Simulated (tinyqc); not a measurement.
# Changing the growth time t

Model: liquidus of a compound AB in a simple-solution melt, liquid-phase epitaxy and vapour pressures. Computed by tinyqc, a small Python program. Command: `OMP_NUM_THREADS=1 python tinyqc.py 3011262 3011263 out.jsonl liq35 sweep`. One thread of a shared host (Intel(R) Xeon(R) Processor @ 2.30GHz), about 0.02 s of CPU time with the checks.

x is the atom fraction of B in the melt. The melt is a simple solution: R T ln gamma_B = W (1 - x)^2, R T ln gamma_A = W x^2, W = a + b T. The solid AB is stoichiometric.

Inputs (values chosen for the exercise, modelled on GaSb for the melt):
```
quantity                        value       unit
melting point T_F                 983          K
entropy of fusion S_F            64.9  J/(mol K)
interaction a                    18.6     kJ/mol
interaction slope b             -26.4  J/(mol K)
saturation temperature T          681          K
step dT                            12          K
cooling rate c                    1.2      K/min
diffusivity in the melt D     3.2e-05     cm^2/s
molar volume of the melt V_L     12.7   cm^3/mol
lattice constant a0             6.096   angstrom
melt depth w                      5.6         mm
```

Growth programme: supercooling (step, then ramp).

Constants: R = 8.314462618 J/(mol K); N_A = 6.02214076e+23 1/mol; k_B = 8.617333262e-05 eV/K.

Method:
- Liquidus (Vieland): f(x) = R T ln[4 x (1 - x)] + 2 W (1/2 - x)^2 + S_F (T_F - T) = 0.
- Newton steps with f' = (1 - 2x)[R T/(x (1 - x)) - 2 W], from the dilute estimate x = (1/4) exp[-(S_F (T_F - T) + W/2)/(R T)]; stop below 1e-13; f under 1e-6 shown as 0.
- dx/dT = -(df/dT)/f', df/dT = R ln[4 x (1 - x)] + 2 b (1/2 - x)^2 - S_F, f' = (1 - 2x)[R T/(x (1 - x)) - 2 W]. Concentrations: C_L = x N_A/V_L in the melt, C_S = 4/a0^3 in the solid; m = dT/dC_L.
- Semi-infinite melt (Hsieh): step d = 2 dT sqrt(D t/pi)/(C_S m); ramp d = (4/3) c sqrt(D/pi) t^(3/2)/(C_S m); supercooling is their sum. A melt of depth w can give at most w (undercooling)/(C_S m).

One run for each value:
```
growth time t (min)  thickness d (micrometre)  largest thickness from this melt (micrometre)  sqrt(D t)/w
0.1                                      0.72                                           26.0       0.0247
0.22                                     1.08                                           26.3       0.0367
0.49                                     1.65                                           27.0       0.0548
1.1                                      2.56                                           28.6       0.0821
2.4                                      4.09                                           32.0       0.1212
5.4                                      7.19                                           39.7       0.1818
12                                      14.19                                           56.7       0.2711
27                                      33.11                                           95.4       0.4066
60                                      88.15                                          180.5       0.6061
```

Over the rows, thickness d (micrometre) rises from 0.725 to 88.2 (exponent d ln y / d ln x 0.51 between the first rows and 1.2 between the last); largest thickness from this melt (micrometre) rises from 26.0 to 180 (exponent d ln y / d ln x 0.015 between the first rows and 0.80 between the last); sqrt(D t)/w rises from 0.0247 to 0.606 (exponent d ln y / d ln x about 0.50 throughout). At the low end the exponent of thickness d is 0.51, close to 0.50: step cooling.

Caution (all rows): over so large an undercooling the liquidus slope is not constant. Caution (rows 60.0): the diffusion length nears the melt depth, so the semi-infinite formula overstates the thickness.

Extremes, crossings and ranges named in words are read from the listed rows.
